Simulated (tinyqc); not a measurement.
Oxide trap near a transistor channel: two-state multiphonon kinetics, telegraph noise and bias instability: one step, computed by the program tinyqc. Command: `OMP_NUM_THREADS=1 python tinyqc.py 3021057 3021058 out.jsonl oxidetrap walk`. One thread of a shared host (Intel(R) Xeon(R) Processor @ 2.30GHz), about 0.01 s of CPU time with the checks.

An n-channel device under positive gate bias. The trap is empty (state 1) or holds an electron (state 2); both states are parabolas of equal curvature, and the electron reservoir is taken at the Fermi level of the channel.

Problem. Step height and noise. Charge-sheet step dV = e (t_ox - x)/(eps_ox eps_0 W L); Lorentzian spectrum S(f) = 4 dV^2 tau_0^2/((tau_c + tau_e)(1 + (2 pi f tau_0)^2)); corner 1/(2 pi tau_0); variance dV^2 f_2 (1 - f_2) = dV^2 tau_0/(tau_c + tau_e).

Inputs (values chosen for the exercise, with an insulator like Al2O3 on silicon):
```
quantity,value,unit
insulator constant eps_ox,9.03,-
insulator thickness t_ox,5.3,nm
trap depth x from the interface,2.4,nm
tunnel barrier phi_b,2.17,eV
oxide field F,5.1,MV/cm
temperature T,400,K
channel width W,20,nm
channel length L,62,nm
frequency f,40000,Hz
```

Parts treated: one trap and an ensemble.

tau_0 = 57218.81 s

capture time tau_c = 9498724 s

emission time tau_e = 57565.58 s

Constants: e = 1.602176634e-19 C; eps_0 = 8.8541878128e-12 F/m.

Give: threshold step dV; corner frequency; S(f); root-mean-square noise.

Solution.

threshold step dV = 4.687 mV

corner frequency = 2.782e-06 Hz

S(f) = 1.455e-22 V^2/Hz

root-mean-square noise = 0.3626 mV

f lies above the corner, on the 1/f^2 tail. Random dopants and current percolation, left out here, spread real steps around this value. Caution: the field lowers the tunnel barrier appreciably over the trap depth, so the rectangular barrier understates the rate.
